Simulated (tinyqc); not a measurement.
Composition from the perpendicular lattice constant.

Question. The layer is x parts of the first compound and 1 - x of the second, grown coherently on the third as substrate and barrier. Rows of the table: lattice constant a, average valence level Ea on an absolute scale, spin-orbit splitting so, gaps at Gamma, X and L, hydrostatic deformation potentials av and ac (Gamma), shear potential b, elastic constants, electron and heavy-hole (along z) masses. All are interpolated linearly in x; gaps get -C x (1 - x), taken wholly in the conduction band; real line-ups can differ from this model by 0.1 eV or more. In-plane strain e = (a_substrate - a)/a, e_z = -2 (c12/c11) e, volume change 2 e + e_z. X-ray diffraction gives a_z = a (1 + e_z) of the coherent layer. Find x, e and the relaxed Gamma gap.

Parameters, values chosen for the exercise:
```
symbol,value,unit,meaning
CG,0.7,eV,bowing of the Gamma gap
CX,0,eV,bowing of the X gap
CL,0,eV,bowing of the L gap
```

Binary compounds, values chosen for the exercise:
```
              close to InAs  close to AlAs  close to InP
a (angstrom)          6.058          5.661         5.869
Ea (eV)               -6.67          -7.49         -7.04
so (eV)               0.378          0.283         0.111
EG (eV)               0.352           2.99          1.34
EX (eV)                1.36           2.15          2.17
EL (eV)                1.07           2.33          1.92
av (eV)               0.987           2.44          1.27
ac (eV)               -5.14          -5.65         -5.08
b (eV)                -1.78           -1.5         -1.69
c11 (GPa)              84.1            126           102
c12 (GPa)              45.2           53.6          56.9
me (m0)               0.023          0.149        0.0811
mh (m0)               0.333          0.471          0.53
```

lattice constant along the growth direction = 5.92828015 angstrom

Answer. a_z changes steadily with x, about (1 + 2 c12/c11) times as fast as the relaxed lattice constant, so one composition matches.

x = 0.600
e = -0.512 %
relaxed Gamma gap = 1.24 eV

Program tinyqc, `OMP_NUM_THREADS=1 python tinyqc.py 2690154 2690155 out.jsonl`; Intel Xeon 2.30GHz, shared host, one thread, about 0.01 s.
